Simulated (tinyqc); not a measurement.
Carrier statistics of a doped semiconductor with parabolic bands: sweeps and comparisons. A value that a table varies takes the place of the one given here.

Eg(T) = Eg0 - al T^2/(T + be); m_de = Mv^(2/3) (ml mt^2)^(1/3); m_dh = (mhh^(3/2) + mlh^(3/2))^(2/3); Nc and Nv from N = 2 (m kB T/(4 pi c))^(3/2) with c = hbar^2/2m0, in 1/angstrom^3; times 1e24 for 1/cm^3.

Energies are counted from Ev, so Ec = Eg. n = Nc F_1/2((EF - Eg)/kT), p = Nv F_1/2(-EF/kT), ND+ = ND/(1 + 2 exp((EF - Eg + ED)/kT)), NA- = NA/(1 + 4 exp((EA - EF)/kT)); neutrality asks p + ND+ = n + NA-. F_j(eta) = (1/Gamma(j + 1)) integral_0^infinity x^j dx/(1 + exp(x - eta)), which tends to exp(eta) for eta << 0.

Constants: hbar^2/2m0 = 3.80998211 eV angstrom^2; kB = 8.617333262e-05 eV/K.

Parameters, chosen for this exercise (near those of Ge; the results hold for these values, not for the real material):
```
symbol  value     unit    meaning
Eg0     0.743     eV      gap at 0 K
al      0.000479  eV/K    Varshni alpha
be      235       K       Varshni beta
ml      1.57      m0      longitudinal electron mass
mt      0.0814    m0      transverse electron mass
Mv      4                 equivalent valleys
mhh     0.333     m0      heavy-hole mass
mlh     0.0432    m0      light-hole mass
ND      1.7e+16   1/cm^3  donors
NA      1.1e+16   1/cm^3  acceptors
ED      0.0119    eV      donor level below Ec
EA      0.011     eV      acceptor level above Ev
T       400       K
```

## Temperature

Neutrality solved at each temperature; ni = sqrt(Nc Nv) exp(-Eg/2kT).

Carriers (1/cm^3):
```
T (K)  EF (eV)         n         p  majority / |ND - NA|        ni  Eg (eV)
10      0.7298  1.71e+10    <1e-99              2.85e-06    <1e-99   0.7428
20      0.7281  4.76e+13    <1e-99               0.00794  3.74e-77   0.7422
40      0.7216  2.24e+15  2.98e-74                 0.373  8.18e-30   0.7402
77      0.6972  5.23e+15  1.54e-28                 0.872  8.98e-07   0.7339
120     0.6604  5.76e+15  2.34e-10                 0.961  1.16e+03   0.7236
200     0.5810  5.93e+15  6.30e+03                 0.988  6.11e+09   0.6990
300     0.4699  5.97e+15  6.44e+10                 0.995  1.96e+13   0.6624
400     0.3524  6.27e+15  2.82e+14                  1.04  1.33e+15   0.6223
500     0.2818  2.17e+16  1.57e+16                  3.62  1.84e+16   0.5801
600     0.2513  1.16e+17  1.10e+17                  19.4  1.14e+17   0.5365
```

Ionisation is incomplete: the majority density is below 90 % of the net doping at 10, 20, 40 and 77 K, down to a share of 2.8e-06. It is within 10 % of the net doping at 120, 200, 300 and 400 K. At 500 and 600 K thermal pairs lift it more than 10 % above the net doping; ni has reached 1.14e+17 1/cm^3 at 600 K against a net doping of 6.00e+15. EF goes from 0.730 eV to 0.251 eV, where midgap is 0.268 eV and the intrinsic level (Boltzmann) 0.250 eV.

## Doping level

Only donors are present (NA = 0); eta is the distance of EF beyond the conduction edge in units of kT.

Neutral state:
```
ND (1/cm^3)  EF (eV)  majority (1/cm^3)  ionised share    eta
1.0e+14       0.3003           1.38e+15          1.000  -9.34
1.0e+15       0.3116           1.92e+15          1.000  -9.01
1.0e+16       0.3691           1.02e+16          0.998  -7.35
1.0e+17       0.4474           9.83e+16          0.983  -5.08
1.0e+18       0.5229           8.64e+17          0.864  -2.88
3.0e+18       0.5551           2.14e+18          0.713  -1.95
1.0e+19       0.5866           5.00e+18          0.500  -1.04
3.0e+19       0.6125           9.59e+18          0.320  -0.28
```

The impurity level lies at 0.6104 eV. The ionised share falls from 1.000 to 0.320 as EF passes through it between 1e+19 and 3e+19 1/cm^3 (share 1/3 there); it is below one half from 1e+19 1/cm^3 on. Over the last two rows the doping grows threefold and the majority density by a factor 1.92. EF comes within 3 kT of the majority band edge from 1e+18 1/cm^3 on. Above roughly 3e+17 1/cm^3 (N^(1/3) a = 0.26, with the radius a = sqrt(c/(m E)) from the ionisation energy E and the mass (ml mt^2)^(1/3)) the levels merge with the band and real ionisation is complete; sharp levels then overstate freeze-out.

## What each input does

Neutrality solved anew for each case. Each row changes one parameter from the base and keeps the others.

Results:
```
case                  EF (eV)  n (1/cm^3)  p (1/cm^3)
base                   0.3524    6.27e+15    2.82e+14
T = 420 K              0.3313    6.87e+15    8.85e+14
ND = 8.5e+15 1/cm^3    0.2703    5.78e+14    3.06e+15
NA = 1.43e+16 1/cm^3   0.3297    3.24e+15    5.45e+14
Eg0 = 0.793 eV         0.4012    6.05e+15    6.85e+13
mt = 0.0977 m0         0.3464    6.32e+15    3.36e+14
mhh = 0.3996 m0        0.3528    6.35e+15    3.62e+14
ED = 0.0179 eV         0.3524    6.26e+15    2.82e+14
```

The largest shifts from the base row, up to three for each result and ties (the steps differ in size, so this ranks the rows, not the parameters). EF (eV): ND -0.0821, Eg0 +0.0488, NA -0.0227; unchanged at the printed digits by ED. n (1/cm^3): ND -5.69e+15, NA -3.02e+15, T +6.07e+14. p (1/cm^3): ND +2.77e+15, T +6.03e+14, NA +2.63e+14; unchanged at the printed digits by ED.

Computed by tinyqc, a small Python program: `OMP_NUM_THREADS=1 python tinyqc.py 1652217 1652218 out.jsonl` (the numbers bound the seed that draws the inputs); one thread of a shared host (Intel(R) Xeon(R) Processor @ 2.30GHz), about 0.01 s for the whole set of steps.
